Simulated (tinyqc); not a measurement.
# Pillar capacitor in an array: capacitance, non-linearity, leakage and relaxation: what changes with what

A film between two metal electrodes, each interface adding a series capacitance ci. The small-signal permittivity is ek (1 + aq E^2); the field is found with the linear permittivity. Leakage J = J0 sinh(E/Ef). After a voltage step the film passes a relaxation current kr C V tt^(-nr), tt being the time in seconds. The sidewall is a coaxial capacitor with radii a = dm/2 and b = dm/2 + t, depth AR dm; the end face is left out.

Inputs (values chosen for the exercise); permittivity of the order of that of aluminium oxide:
- ek = 9.08 (relative permittivity of the film)
- t = 15 nm (film thickness)
- ci = 270 uF/cm^2 (capacitance of each electrode interface (dead layer and screening))
- aq = 0.0017 cm^2/MV^2 (quadratic field coefficient of the permittivity)
- V = 1.7 V (bias)
- nr = 0.96 (exponent of the relaxation current)
- kr = 0.0001 (strength of the relaxation)
- J0 = 2.1e-11 A/cm^2 (leakage prefactor)
- Ef = 0.45 MV/cm (field for an e-fold rise of the leakage)
- dm = 100 nm (diameter of the pillar)
- pt = 240 nm (pitch of the square array)
- rho = 280 uohm cm (resistivity of the inner electrode)
- t0 = 1e-7 s (duration of the write pulse)

Constants: eps0 = 8.8541878128e-14 F/cm where lengths are in cm. Results are converted to the units shown.

Each table varies one quantity; the others keep the values above.

## Capacitance, non-linearity and leakage against thickness

Planar film: Cf = eps0 ek/t, 1/C = 1/Cf + 2/ci, EOT = 3.9 eps0/C, effective permittivity C t/eps0, E = (V/t) C/Cf; quadratic coefficient [C(V)/C - 1]/V^2 with Cf (1 + aq E^2) in C(V).

Results:

| t (nm) | C (uF/cm^2) | EOT (nm) | effective permittivity | E (MV/cm) | quadratic coefficient (ppm/V^2) | J (A/cm^2) |
|---|---|---|---|---|---|---|
| 2.5 | 3.141 | 1.099 | 8.869 | 6.642 | 2.530e4 | 2.699e-5 |
| 3.7 | 2.138 | 1.615 | 8.936 | 4.522 | 1.183e4 | 2.428e-7 |
| 5.5 | 1.446 | 2.388 | 8.983 | 3.058 | 5440 | 9.381e-9 |
| 12 | 0.6667 | 5.180 | 9.035 | 1.410 | 1163 | 2.403e-10 |
| 18 | 0.4452 | 7.757 | 9.050 | 0.9413 | 519.5 | 8.375e-11 |
| 27 | 0.2971 | 11.62 | 9.060 | 0.6282 | 231.7 | 3.981e-11 |
| 40 | 0.2007 | 17.21 | 9.067 | 0.4244 | 105.8 | 2.287e-11 |
| 60 | 0.1339 | 25.80 | 9.071 | 0.2831 | 47.08 | 1.410e-11 |

Estimate the missing row, t = 8.2 nm.

Computed row:

| t (nm) | C (uF/cm^2) | EOT (nm) | effective permittivity | E (MV/cm) | quadratic coefficient (ppm/V^2) | J (A/cm^2) |
|---|---|---|---|---|---|---|
| 8.2 | 0.9734 | 3.548 | 9.015 | 2.058 | 2474 | 1.017e-9 |

With this row back in the table: C falls from 3.14 to 0.134 uF/cm^2 while the effective permittivity goes from 8.87 to 9.07 (ek = 9.08). EOT is a straight line in t with slope 3.9/ek = 0.430 and intercept 0.0256 nm. The quadratic coefficient goes as t^(-1.94) between the first two rows and t^(-2.00) between the last two (-2 without interfaces), and J falls by 6.28 decades. For t = 2.5, 3.7 direct tunnelling, left out, would add to the leakage.

## Cell against the aspect ratio

Per length 1/c = ln(b/a)/(2 pi eps0 ek) + (1/a + 1/b)/(2 pi ci); cell capacitance c AR dm; per footprint over pt^2; fields c V/(2 pi eps0 ek r) at r = a and b; resistance of the inner electrode rho AR dm/(pi a^2); time constant R C/3 of the distributed line.

The same in every row: field at a (MV/cm) = 1.291; field at b (MV/cm) = 0.9929.

Cell against the aspect ratio:

| AR | cell capacitance (fF) | per footprint (uF/cm^2) | R (kohm) | R C/3 (ps) |
|---|---|---|---|---|
| 5 | 0.9588 | 1.665 | 0.1783 | 0.05697 |
| 10 | 1.918 | 3.329 | 0.3565 | 0.2279 |
| 20 | 3.835 | 6.659 | 0.7130 | 0.9115 |
| 30 | 5.753 | 9.988 | 1.070 | 2.051 |
| 50 | 9.588 | 16.65 | 1.783 | 5.697 |
| 70 | 13.42 | 23.30 | 2.496 | 11.17 |
| 100 | 19.18 | 33.29 | 3.565 | 22.79 |

What does the table show?

As AR goes from 5 to 100, the cell capacitance rises from 0.959 to 19.2 fF, the capacitance per footprint rises from 1.66 to 33.3 uF/cm^2, the ratio of the two fields stays at 1.30 and R C/3 rises from 0.0570 to 22.8 ps; the time constant goes as AR^(2.00) between the first two rows and AR^(2.00) between the last two.

## Charge lost after writing

Planar film: Cf = eps0 ek/t, 1/C = 1/Cf + 2/ci, EOT = 3.9 eps0/C, effective permittivity C t/eps0, E = (V/t) C/Cf. A capacitor written for t0 and then left open loses, as a share of C V, kr (tt^(1 - nr) - t0^(1 - nr))/(1 - nr) by relaxation and J tt/(C V) by leakage; both are taken as small, and rows far outside that range are left out.

The same in every row: leakage current (nA/cm^2) = 0.12816.

Result of one run:

| tt (s) | relaxation current (nA/cm^2) | loss by relaxation (%) | loss by leakage (%) | total loss (%) |
|---|---|---|---|---|
| 10 | 0.0099511 | 0.14292 | 0.14122 | 0.28413 |

What becomes of these results when the time since the start of the write pulse tt is changed from 10 to 100 s, all else the same?

Result of the changed run:

| tt (s) | relaxation current (nA/cm^2) | loss by relaxation (%) | loss by leakage (%) | total loss (%) |
|---|---|---|---|---|
| 100 | 0.0010911 | 0.16936 | 1.4122 | 1.5815 |

The whole series:

| tt (s) | relaxation current (nA/cm^2) | loss by relaxation (%) | loss by leakage (%) | total loss (%) |
|---|---|---|---|---|
| 1e-6 | 52224 | 0.012658 | 1.4122e-8 | 0.012658 |
| 1e-5 | 5726.3 | 0.026537 | 1.4122e-7 | 0.026538 |
| 0.0001 | 627.87 | 0.041756 | 1.4122e-6 | 0.041757 |
| 0.001 | 68.845 | 0.058443 | 1.4122e-5 | 0.058457 |
| 0.01 | 7.5487 | 0.076739 | 1.4122e-4 | 0.076880 |
| 0.1 | 0.82770 | 0.096801 | 0.0014122 | 0.098213 |
| 1 | 0.090755 | 0.11880 | 0.014122 | 0.13292 |
| 10 | 0.0099511 | 0.14292 | 0.14122 | 0.28413 |
| 100 | 0.0010911 | 0.16936 | 1.4122 | 1.5815 |

The two currents are equal at tt = 0.698 s. The loss by relaxation grows from 0.0127 to 0.169 %, by 0.0139 points over the first decade and 0.0264 over the last, while the loss by leakage grows tenfold a decade. Leakage is the larger loss for tt = 100 s.

Computed by the program tinyqc: `OMP_NUM_THREADS=1 python tinyqc.py 2102124 2102125 out.jsonl`, one thread of a shared Intel Xeon 2.30GHz, about 0.01 s for the whole run.
